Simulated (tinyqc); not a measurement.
# Trap density from the barrier height

Problem. In a partly depleted grain with all boundary traps filled, 2 N W = Qt and VB = q N W^2/(2 eps0 eps_r). Find Qt, W and the doping at which VB would equal Vt.

Inputs (values chosen for the exercise):
- T = 300 K (temperature)
- eps_r = 11.7 (relative permittivity)

Constants: q = 1.602176634e-19 C, kB = 1.380649e-23 J/K, Vt = kB T/q, eps0 = 8.8541878128e-14 F/cm where lengths are in cm. Results are converted to the units shown.

doping = 4.7e17 cm^-3
barrier height = 0.14848930 V

Solution. Eliminating W gives VB = q Qt^2/(8 eps0 eps_r N), which falls as 1/N.

Qt = 1.900e12 cm^-2
W = 20.21 nm
doping for VB = Vt = 2.700e18 cm^-3

Numbers from tinyqc (`OMP_NUM_THREADS=1 python tinyqc.py 2830108 2830109 out.jsonl`; about 0.01 s on one thread of a shared Intel Xeon 2.30GHz).
